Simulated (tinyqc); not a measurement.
From results back to parameters: spherical quantum dot. Four cases, with inputs chosen for the exercise.

Problem. The transition energy below was computed from a hidden radius.

Brus estimate with the correlation term of Kayanuma, both carriers between hard walls: E = Eg + c (pi/R)^2 (1/mw + 1/mh) - 1.786 q/(eps R) - 0.248 Ry*, with q = e^2/(4 pi eps0), Ry* = Ry mu/eps^2, 1/mu = 1/mw + 1/mh, a* = a0 eps/mu, c = hbar^2/2m0. It assumes R below about a*.

Constants: hbar^2/2m0 = 3.80998211 eV angstrom^2; e^2/(4 pi eps0) = 14.39964547 eV angstrom; Ry = 13.60569312 eV; a0 (Bohr radius) = 0.5291772105 angstrom; hc = 1239.841984 eV nm.

Find: E - Eg + 0.248 Ry*; R.

Method. With u = 1/R the formula is a quadratic A u^2 - B u - D = 0, A = c pi^2/mu, B = 1.786 q/eps, D = E - Eg + 0.248 Ry*; for D > 0 it has one positive root, R = 2A/(B + sqrt(B^2 + 4 A D)).

Case 1.

Values chosen (near those of a non-polar GaN dot in AlGaN; the results hold for these values, not for the real material):
- Eg = 3.452 eV (bulk gap)
- mw = 0.207 m0 (mass inside)
- mh = 0.57 m0 (hole mass)
- eps = 9.8 (dielectric constant inside)

E = 3.524561 eV

Solution.

E - Eg + 0.248 Ry* = 0.0779 eV
R = 42.0 angstrom

Case 2.

Values chosen (near those of an InGaAs dot in InAlAs; the results hold for these values, not for the real material):
- Eg = 0.8 eV (bulk gap)
- mw = 0.04 m0 (mass inside)
- mh = 0.59 m0 (hole mass)
- eps = 13 (dielectric constant inside)

E = 1.063541 eV

Solution.

E - Eg + 0.248 Ry* = 0.2643 eV
R = 58.0 angstrom

Case 3.

Values chosen (near those of an InGaAs dot in InAlAs; the results hold for these values, not for the real material):
- Eg = 0.821 eV (bulk gap)
- mw = 0.0405 m0 (mass inside)
- mh = 0.45 m0 (hole mass)
- eps = 12.9 (dielectric constant inside)

E = 0.939942 eV

Solution.

E - Eg + 0.248 Ry* = 0.1197 eV
R = 84.0 angstrom

Case 4.

Values chosen (near those of a GaAs dot in AlGaAs; the results hold for these values, not for the real material):
- Eg = 1.544 eV (bulk gap)
- mw = 0.0676 m0 (mass inside)
- mh = 0.5 m0 (hole mass)
- eps = 13.6 (dielectric constant inside)

E = 1.578714 eV

Solution.

E - Eg + 0.248 Ry* = 0.0358 eV
R = 109.0 angstrom

Computed by tinyqc, one run a case: `OMP_NUM_THREADS=1 python tinyqc.py N N+1 out.jsonl` with N = 1250071, 1250414, 1250597, 1251178; one thread of a shared Intel(R) Xeon(R) Processor @ 2.30GHz, about 0.06 s a run at most.
